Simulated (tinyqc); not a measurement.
Atomic layer deposition: Langmuir saturation, growth per cycle and coating of deep features: one step, computed by the program tinyqc.

Precursor A sticks only on free sites, so a long enough pulse saturates; co-reactant B then frees the sites again.

Question. Steady growth per cycle. One cycle from coverage th0: pulse A gives th1 = th_s + (th0 - th_s) exp(-(k_a + k_d) t), th_s = k_a/(k_a + k_d); the purge leaves th2 = th1 exp(-k_d t_p); pulse B converts c_B th2 into film and leaves th3 = (1 - c_B) th2. Growth = G c_B th2. The periodic state has th0 = th3: th0 = (1 - c_B) e_p th_s (1 - e_a)/(1 - (1 - c_B) e_p e_a), with e_a = exp(-(k_a + k_d) t), e_p = exp(-k_d t_p). Share of impinging molecules used = q (th1 - th0)/(F t).

Inputs (values chosen for the exercise, modelled on hafnium oxide from an amide and water):
```
quantity                              value      unit
site density q                          2.8    1/nm^2
growth per cycle at saturation G       0.97  angstrom
temperature T                           150         C
pulse time t                           0.15         s
co-reactant completion per pulse c_B   0.95         -
purge time t_p                          4.3         s
```

k_a = 8.010251 1/s

k_d = 9.300184e-05 1/s

flux F = 31589.72 1/(nm^2 s)

Give: coverage after pulse A; growth per cycle; share of impinging molecules used.

Answer.

coverage after pulse A = 0.7099

growth per cycle = 0.6539 angstrom

share of impinging molecules used = 3.985e-04

The pulse is 1.20 filling times long: not fully saturated, so thickness still depends somewhat on the local dose.
